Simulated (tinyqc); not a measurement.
# Changing the incident fluence

Model: millisecond and nanosecond annealing: surface heating, thermal budget and solid-phase regrowth. Computed by tinyqc, a small Python program. Command: `OMP_NUM_THREADS=1 python tinyqc.py 3012926 3012927 out.jsonl flash sweep`. One thread of a shared host (Intel(R) Xeon(R) Processor @ 2.30GHz), about 0.03 s of CPU time with the checks.

A square pulse heats the surface of a thick wafer with constant thermal properties; losses by radiation are neglected and silicon melts at 1414 C.

Inputs (values chosen for the exercise, modelled on hot silicon with boron):
```
quantity                      value        unit
pulse length t_p              0.012           s
reflectance R                  0.45           -
thermal conductivity k         0.23    W/(cm K)
heat capacity per volume c     2.35  J/(cm^3 K)
preheat temperature T0          500           C
wafer thickness d               775          um
dopant prefactor D0            1.06      cm^2/s
dopant activation energy E     3.53          eV
regrowth prefactor v0       3.3e+08        cm/s
regrowth energy E_v            2.73          eV
```

Source: flash lamp.

Constants: k_B = 8.617333262e-05 eV/K.

Method:
- Absorbed flux q = (1 - R) fluence/t_p; kappa = k/c. With f(z, t) = (2 q/k) sqrt(kappa t) ierfc(z/(2 sqrt(kappa t))), ierfc(x) = exp(-x^2)/sqrt(pi) - x erfc(x): T = T0 + f(z, t) during the pulse and T0 + f(z, t) - f(z, t - t_p) after it.
- At the surface the rise at the end of the pulse is 2 q sqrt(t_p/(pi k c)); the fluence that just melts the surface scales with (1414 - T0).
- Temperatures in kelvin are T(C) + 273.15.
- Integrate exp(-E/(k_B T(t))) at the surface from 0 to 10 t_p (Gauss-Legendre, 60 points in sqrt(t) up to t_p and 60 in sqrt(t - t_p) after it). (Dt) = D0 x integral with E; regrowth = v0 x integral with E_v; effective time = integral/exp(-E/(k_B T_peak)).

One run for each value; columns: (1) incident fluence (J/cm^2); (2) peak temperature (C); (3) diffusion length 2 sqrt(Dt) (nm); (4) possible regrowth (nm); (5) effective time over t_p:
```
(1)     (2)    (3)        (4)     (5)
58.6    952  0.049  4.705e+01  0.1569
64.9   1000  0.091  1.223e+02  0.1525
71.2   1049  0.162  2.981e+02  0.1493
77.6   1098  0.281  6.936e+02  0.1470
83.9   1147  0.466  1.509e+03  0.1453
90.3   1196  0.754  3.164e+03  0.1442
96.6   1244  1.175  6.272e+03  0.1435
103.0  1294  1.795  1.206e+04  0.1431
109.0  1340  2.610  2.150e+04  0.1431
```

Over the rows, peak temperature (C) rises from 952 to 1340 (exponent d ln y / d ln x 0.49 between the first rows and 0.62 between the last); diffusion length 2 sqrt(Dt) (nm) rises from 0.0488 to 2.61 (exponent d ln y / d ln x 6.1 between the first rows and 6.6 between the last); possible regrowth (nm) rises from 47.0 to 21500 (exponent d ln y / d ln x 9.4 between the first rows and 10 between the last). Regrowth rises by a factor 457 and (Dt) by 2870: the process with the higher activation energy gains more from a hotter peak.

Caution (all rows): heat reaches the back of the wafer, which is no longer thick. Caution (all rows): equilibrium diffusivities are used; implant damage enhances diffusion, and k and c vary with temperature. Caution (rows 58.6, 64.9, 71.2): a diffusion length below the atomic spacing of 0.235 nm means about one jump per atom or fewer, so the profile does not change measurably. Caution (rows 90.3, 96.6, 103, 109): the peak lies above 1150 C, and amorphous silicon melts some 200 to 250 K below the crystal, so a layer that has not regrown before the peak may melt instead.

Extremes, crossings and ranges named in words are read from the listed rows.
